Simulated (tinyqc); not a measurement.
Random telegraph noise from one oxide trap in a small MOSFET: two steps of the calculation.

An acceptor-like trap exchanges electrons with the channel. Inversion charge Q = Cox u, u = n Vt W0(exp((Vg - VT)/(n Vt))), W0 the Lambert function, n = nf, Cox = eps0 eox/tox; linear regime Id = (W/L) mu Q Vd. Relative to threshold the surface potential rises by Vt ln(u/u0) and the oxide voltage by the rest of Vg - VT, with u0 = n Vt W0(1).

Values chosen for this exercise; values of the order met in silicon transistors:
```
symbol  value  unit                                                                 meaning
T         300     K                                                             temperature
eox       3.9        relative permittivity of the gate insulator (close to silicon dioxide)
tox       1.2    nm                                                     insulator thickness
xt        0.4    nm                            depth of the trap from the channel interface
E0       0.14    eV                   trap level above the channel Fermi level at threshold
s0      4e-15  cm^2                                                       capture prefactor
EB       0.21    eV                                    capture barrier (lattice relaxation)
lt       0.19    nm                                                 tunnelling decay length
vth     1.6e7  cm/s                                                        thermal velocity
zi        1.8    nm                                        thickness of the inversion layer
VT       0.21     V                                                       threshold voltage
nf       1.17                                                                   body factor
Vg       0.58     V                                                            gate voltage
```

Constants: q = 1.602176634e-19 C, kB = 1.380649e-23 J/K, Vt = kB T/q, eps0 = 8.8541878128e-14 F/cm where lengths are in cm. Results are converted to the units shown.

Problem 1. Trap level, time constants and occupancy. N = Cox u/q; dpsi = Vt ln(u/u0); E = E0 - dpsi - (xt/tox)(Vg - VT - dpsi); capture time tc = 1/[(N/zi) vth s0 exp(-xt/lt - EB/Vt)]; emission time te = tc exp(-E/Vt); occupancy te/(tc + te).

Give: u; N; dpsi; E; tc; te; occupancy.

Solution 1.

u = 0.3005 V
N = 5.398e12 cm^-2
dpsi = 0.07402 V
E = -0.03268 eV
tc = 1.442e-8 s
te = 5.106e-8 s
occupancy = 0.7797

The trap lies 1.3 Vt below the Fermi level, so it is filled most of the time.

Problem 2. Lorentzian spectrum. Spectrum S(f) = 4 dI^2/{(tc + te)[(1/tc + 1/te)^2 + (2 pi f)^2]}; corner fc = (1/tc + 1/te)/(2 pi); variance dI^2 tc te/(tc + te)^2. Give S at f = 0, at fc and at 10 fc.

tc = 1.4421405e-8 s
te = 5.1055923e-8 s
dI = 44.369413 nA

Wanted: fc; S(0); S(fc); S(10 fc); rms current.

Solution 2.

fc = 1.4153e7 Hz
S(0) = 1.5208e-23 A^2/Hz
S(fc) = 7.6038e-24 A^2/Hz
S(10 fc) = 1.5057e-25 A^2/Hz
rms current = 18.387 nA

The rms value is 0.414 of the step; it reaches its largest share, 1/2, when tc = te.

Range of the model: VT is taken as given; short-channel effects and the uneven flow of current among few electrons are left out.

Computed by the program tinyqc: `OMP_NUM_THREADS=1 python tinyqc.py 2710021 2710022 out.jsonl`, one thread of a shared Intel Xeon 2.30GHz, about 0.01 s for the whole run.
